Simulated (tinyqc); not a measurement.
What each parameter does: donor level screened by free carriers (Yukawa potential).

Screening wave number: Debye ks^2 = 4 pi q n/(eps kB T); Thomas-Fermi ks^2 = 6 pi q n/(eps EF) with EF = c (3 pi^2 n/gv)^(2/3)/m, c = hbar^2/2m0; the two are joined by 1/ks^2 = sqrt(1/ks_D^4 + 1/ks_TF^4). 1e18/cm^3 = 1e-6/angstrom^3, q = e^2/(4 pi eps0).

Potential -(q/(eps r)) exp(-ks r), q = e^2/(4 pi eps0). In units Ry* = Ry m/eps^2 and a* = a0 eps/m the problem is [-Laplacian - 2 exp(-x r)/r] psi = E psi with x = ks a*.

Converged values use 18 functions exp(-z r), z = 1.55^i, i = -11 to 6: S = 2/A^3, H = z_i z_j S - 2/(A + x)^2, A = z_i + z_j.

Constants: e^2/(4 pi eps0) = 14.39964547 eV angstrom; kB = 8.617333262e-05 eV/K; hbar^2/2m0 = 3.80998211 eV angstrom^2; Ry = 13.60569312 eV; a0 (Bohr radius) = 0.5291772105 angstrom.

Parameters, chosen for this exercise (near those of a donor in Si, with one mean mass; shifted at random, so the results belong to these values and not to a real crystal):
- m = 0.313 m0 (mass)
- eps = 11.4 (dielectric constant)
- gv = 6 (valleys)
- T = 300 K (temperature)
- n = 1.7 x 1e18/cm^3 (free-carrier density)

Ry* = Ry m/eps^2, a* = a0 eps/m, x = ks a* with the joined ks; converged binding.

Results for these values:

| case | 1/ks (angstrom) | x | binding in Ry* | binding (meV) |
|---|---|---|---|---|
| base | 31.1 | 0.620 | 0.197 | 6.46 |

What happens to each result for eps = 10.5, all else kept?

Answer: 1/ks falls from 31.1 to 29.8; x falls from 0.620 to 0.595; binding in Ry* rises from 0.197 to 0.216; binding rises from 6.46 to 8.34.

The same for each parameter in turn:

| case | 1/ks (angstrom) | x | binding in Ry* | binding (meV) |
|---|---|---|---|---|
| base | 31.1 | 0.620 | 0.197 | 6.46 |
| n = 0.85 x 1e18/cm^3 | 43.8 | 0.440 | 0.355 | 11.63 |
| T = 360 K | 34.0 | 0.567 | 0.238 | 7.81 |
| m = 0.351 m0 | 31.1 | 0.553 | 0.249 | 9.16 |
| eps = 10.5 | 29.8 | 0.595 | 0.216 | 8.34 |
| gv = 7 | 31.1 | 0.621 | 0.197 | 6.45 |

(tinyqc, `OMP_NUM_THREADS=1 python tinyqc.py 1250096 1250097 out.jsonl`, Intel(R) Xeon(R) Processor @ 2.30GHz, 1 thread, shared host, about 0.02 s.)
